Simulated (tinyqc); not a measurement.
Single-junction solar cell, detailed-balance limit: effect of the external radiative efficiency.

Every photon above the gap Eg makes one pair and none below is absorbed; carriers thermalise at T and move without loss. Jsc = q fs X Phi(Eg, Ts); the dark current is J0 = q ge Phi(Eg, T)/ERE with the Boltzmann factor exp(V/Vt). The efficiency is the electrical power over fs X sigma Ts^4.

Photon flux above E from a black body at temperature T into a hemisphere: Phi(E, T) = A sum_k exp(-k E/th)[E^2 th/k + 2 E th^2/k^2 + 2 th^3/k^3], k = 1, 2, ..., with th = kB T/q in eV and A = 2 pi q^3/(h^3 c^2). J(V) = Jsc - J0 (exp(V/Vt) - 1); Voc = Vt ln(1 + Jsc/J0); at maximum power v = Vmp/Vt solves (1 + v) exp(v) = 1 + Jsc/J0. Pin = fs X sigma Ts^4, sigma = 2 pi^5 kB^4/(15 h^3 c^2). FF = Vmp Jmp/(Voc Jsc).

Parameters, values chosen for the exercise:
```
symbol    value  unit                                    meaning
T           280     K                           cell temperature
Ts         5800     K          temperature of the black-body sun
fs      2.16e-5        share of the hemisphere filled by the sun
X           500                                    concentration
ge            2                        number of faces that emit
Eg         1.79    eV                                   band gap
```

Constants: q = 1.602176634e-19 C, kB = 1.380649e-23 J/K, h = 6.62607015e-34 J s, c = 299792458 m/s, Vt = kB T/q. Results are converted to the units shown.

The same in every row: Jsc (mA/cm^2) = 13212.

Results:
```
ERE	Voc (V)	Eg/q - Voc (V)	FF	efficiency (%)
1e-6	1.3300	0.46000	0.91047	23.085
1e-5	1.3856	0.40444	0.91330	24.125
0.0001	1.4411	0.34888	0.91595	25.165
0.01	1.5522	0.23777	0.92075	27.247
0.1	1.6078	0.18221	0.92294	28.289
1	1.6633	0.12665	0.92499	29.332
```

Estimate the missing row, ERE = 0.001.

Computed row:
```
ERE	Voc (V)	Eg/q - Voc (V)	FF	efficiency (%)
0.001	1.4967	0.29332	0.91843	26.206
```

With this row back in the table: As ERE goes from 1e-6 to 1, Jsc stays at 13200 mA/cm^2, Voc rises from 1.33 to 1.66 V and the efficiency rises from 23.1 to 29.3 %. Each decade of ERE is worth 55.6 mV (Vt ln 10). At ERE = 1 Voc lies within 6 Vt of the gap, where the Boltzmann form of the emission begins to fail.

Program tinyqc, `OMP_NUM_THREADS=1 python tinyqc.py 2820044 2820045 out.jsonl`; Intel Xeon 2.30GHz, shared host, one thread, about 0.01 s.
